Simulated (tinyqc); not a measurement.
Worked calculation: plane-wave Kohn-Sham cycle with exchange-only LDA in a layered model solid. One step of it, computed by the program tinyqc.

Task: Iteration 1: potential. V_H(G) = 4 pi rho(G)/G^2 for G != 0 (uniform background); v_x = -(3 rho/pi)^(1/3); V = V_ext + V_H + v_x; Fourier components f(G_m) = (1/N) sum_j f(x_j) exp(-i G_m x_j).

A solid whose potential varies along x alone (atomic units):
```
parameter                      value
period a                    4.700000
cross-section of the cell  21.000000
electrons per cell                 4
grid points                       16
plane waves -n..n, n               2
k points                           1
V1 in V1 cos(2 pi x/a)     -0.200000
V2 in V2 cos(4 pi x/a)      0.170000
```

density at the start, on the grid x_j = j a/N (e/bohr^3): 0.04052685  0.04052685  0.04052685  0.04052685  0.04052685  0.04052685  0.04052685  0.04052685  0.04052685  0.04052685  0.04052685  0.04052685  0.04052685  0.04052685  0.04052685  0.04052685

Give: Potentials on the grid; V(G_m), m = 0, 1, 2, ....

Result:

Potentials on the grid (hartree):
```
x         V_ext     V_H      v_x        V
0.0000  -0.0300  0.0000  -0.3383  -0.3683
0.2938  -0.0646  0.0000  -0.3383  -0.4028
0.5875  -0.1414  0.0000  -0.3383  -0.4797
0.8812  -0.1967  0.0000  -0.3383  -0.5350
1.1750  -0.1700  0.0000  -0.3383  -0.5083
1.4688  -0.0437  0.0000  -0.3383  -0.3819
1.7625   0.1414  0.0000  -0.3383  -0.1968
2.0562   0.3050  0.0000  -0.3383  -0.0333
2.3500   0.3700  0.0000  -0.3383   0.0317
2.6437   0.3050  0.0000  -0.3383  -0.0333
2.9375   0.1414  0.0000  -0.3383  -0.1968
3.2313  -0.0437  0.0000  -0.3383  -0.3819
3.5250  -0.1700  0.0000  -0.3383  -0.5083
3.8188  -0.1967  0.0000  -0.3383  -0.5350
4.1125  -0.1414  0.0000  -0.3383  -0.4797
4.4062  -0.0646  0.0000  -0.3383  -0.4028
```

V(G_m), m = 0, 1, 2, ... (hartree): -0.3383  -0.1000  0.0850  0.0000  0.0000
